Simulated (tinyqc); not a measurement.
Worked calculation: LDA (VWN5) atom on a uniform radial grid, spin-unpolarised, for He. Computed by tinyqc, a small Python program that keeps every step. Settings: Z = 2, points = 128, R = 12.4, functional = lda,vwn, mixing = 1.0, iteration cap = 90. Command: `OMP_NUM_THREADS=1 python tinyqc.py 20403 20404 out.jsonl` (the two numbers bound the seeds that draw the settings). One thread of a shared host (Intel(R) Xeon(R) Processor @ 2.60GHz), about 0.06 s of CPU time with the checks. Later iterations appear only in the table of the cycle.

## Iteration 1

Spherical atom on a uniform radial grid r_j = j h with h = R/(N + 1), h sum u^2 = 1 and integrals as h times sums, u(0) = u(R) = 0 (atomic units):
```
parameter            value
Z                        2
points N               128
R                12.400000
h                 0.096124
mixing            1.000000
electrons in 1s          2
```

Three-point differences turn -u''/2 + [l(l+1)/2r^2 - Z/r + V] u = e u into a tridiagonal matrix (diagonal 1/h^2 + potential, off-diagonal -1/2h^2). D = sum f u^2; the Hartree potential y/r solves y'' = -D/r with y(0) = 0, y(R) = N_e; v_xc comes from rho = D/(4 pi r^2); E = sum f e - int D V + int D (V_H/2 + eps_xc); V(new) = V + mixing (V_H + v_xc - V).

eigenvalues (hartree): [-1.981854]

Every 8th grid point:
```
r              V in     u(1s)         D       V_H       v_xc
0.768992   0.000000  0.934686  1.747276  2.293864  -0.675490
1.537984   0.000000  0.405327  0.328579  1.288847  -0.263920
2.306977   0.000000  0.131827  0.034757  0.866437  -0.105442
3.075969   0.000000  0.038111  0.002905  0.650179  -0.042254
3.844961   0.000000  0.010329  0.000213  0.520160  -0.016645
4.613953   0.000000  0.002688  0.000014  0.433468  -0.006394
5.382946   0.000000  0.000680  9.24e-07  0.371544  -0.002403
6.151938   0.000000  0.000168  5.68e-08  0.325101  -0.000889
6.920930   0.000000  0.000041  3.38e-09  0.288978  -0.000326
7.689922   0.000000  0.000010  1.96e-10  0.260081  -0.000119
8.458915   0.000000  2.36e-06  1.12e-11  0.236437  -0.000043
9.227907   0.000000  5.59e-07         0  0.216734   0.000000
9.996899   0.000000  1.31e-07         0  0.200062   0.000000
10.765891  0.000000  3.06e-08         0  0.185772   0.000000
11.534884  0.000000  6.85e-09         0  0.173387   0.000000
12.303876  0.000000  5.05e-10         0  0.162550   0.000000
```

total energy = -2.66055245 hartree

## Iteration 2

As before.

eigenvalues (hartree): [-0.369478]

Every 8th grid point:
```
r              V in     u(1s)         D       V_H       v_xc
0.768992   1.618374  0.839485  1.409471  1.966110  -0.631730
1.537984   1.024927  0.570221  0.650305  1.231489  -0.324766
2.306977   0.760995  0.323741  0.209617  0.856957  -0.180471
3.075969   0.607926  0.173457  0.060174  0.648546  -0.104612
3.844961   0.503515  0.090875  0.016517  0.519862  -0.062250
4.613953   0.427073  0.047189  0.004454  0.433410  -0.037639
5.382946   0.369141  0.024420  0.001193  0.371532  -0.022968
6.151938   0.324212  0.012620  0.000319  0.325098  -0.014086
6.920930   0.288653  0.006519  0.000085  0.288978  -0.008661
7.689922   0.259962  0.003366  0.000023  0.260081  -0.005333
8.458915   0.236394  0.001737  0.000006  0.236437  -0.003286
9.227907   0.216734  0.000894  1.60e-06  0.216734  -0.002024
9.996899   0.200062  0.000456  4.16e-07  0.200062  -0.001241
10.765891  0.185772  0.000225  1.01e-07  0.185772  -0.000745
11.534884  0.173387  0.000096  1.83e-08  0.173387  -0.000406
12.303876  0.162550  0.000010  1.89e-10  0.162550  -0.000086
```

total energy = -2.77664909 hartree

## Iteration 3

As before.

eigenvalues (hartree): [-0.661255]

Every 8th grid point:
```
r              V in     u(1s)         D       V_H       v_xc
0.768992   1.334380  0.890070  1.584449  2.125487  -0.655190
1.537984   0.906723  0.510785  0.521802  1.264303  -0.303707
2.306977   0.676486  0.242601  0.117710  0.863350  -0.151802
3.075969   0.543934  0.107990  0.023324  0.649801  -0.078849
3.844961   0.457612  0.046581  0.004340  0.520113  -0.041686
4.613953   0.395771  0.019747  0.000780  0.433462  -0.022164
5.382946   0.348564  0.008287  0.000137  0.371543  -0.011782
6.151938   0.311013  0.003457  0.000024  0.325101  -0.006250
6.920930   0.280317  0.001437  4.13e-06  0.288978  -0.003310
7.689922   0.254747  0.000596  7.10e-07  0.260081  -0.001751
8.458915   0.233150  0.000247  1.22e-07  0.236437  -0.000926
9.227907   0.214710  0.000102  2.08e-08  0.216734  -0.000490
9.996899   0.198821  0.000042  3.53e-09  0.200062  -0.000259
10.765891  0.185027  0.000017  5.81e-10  0.185772  -0.000136
11.534884  0.172981  0.000006  7.74e-11  0.173387  -0.000067
12.303876  0.162465  5.91e-07         0  0.162550   0.000000
```

total energy = -2.79869493 hartree

## Convergence

Stop when input and output potentials agree to 1e-7.

Course of the cycle (hartree):
```
iteration            E      e(1s)  largest |V(out) - V(in)|
1          -2.66055245  -1.981854                  2.35e+00
2          -2.77664909  -0.369478                  7.26e-01
3          -2.79869493  -0.661255                  3.20e-01
4          -2.80279263  -0.521611                  1.39e-01
5          -2.80359623  -0.579839                  6.15e-02
6          -2.80375102  -0.553656                  2.70e-02
7          -2.80378110  -0.565072                  1.19e-02
8          -2.80378692  -0.560025                  5.24e-03
9          -2.80378805  -0.562243                  2.31e-03
10         -2.80378827  -0.561265                  1.02e-03
11         -2.80378832  -0.561695                  4.48e-04
12         -2.80378832  -0.561506                  1.97e-04
13         -2.80378833  -0.561589                  8.68e-05
14         -2.80378833  -0.561553                  3.82e-05
15         -2.80378833  -0.561569                  1.68e-05
16         -2.80378833  -0.561562                  7.41e-06
17         -2.80378833  -0.561565                  3.26e-06
18         -2.80378833  -0.561563                  1.44e-06
19         -2.80378833  -0.561564                  6.32e-07
20         -2.80378833  -0.561564                  2.78e-07
21         -2.80378833  -0.561564                  1.23e-07
22         -2.80378833  -0.561564                  5.40e-08
```

Converged in 22 iterations. A uniform grid resolves the cusp poorly: for a bare nucleus this grid gives 1s at -1.98185 against -Z^2/2 = -2 hartree. Before convergence this energy mixes input and output and is not variational, so it may rise towards its limit.
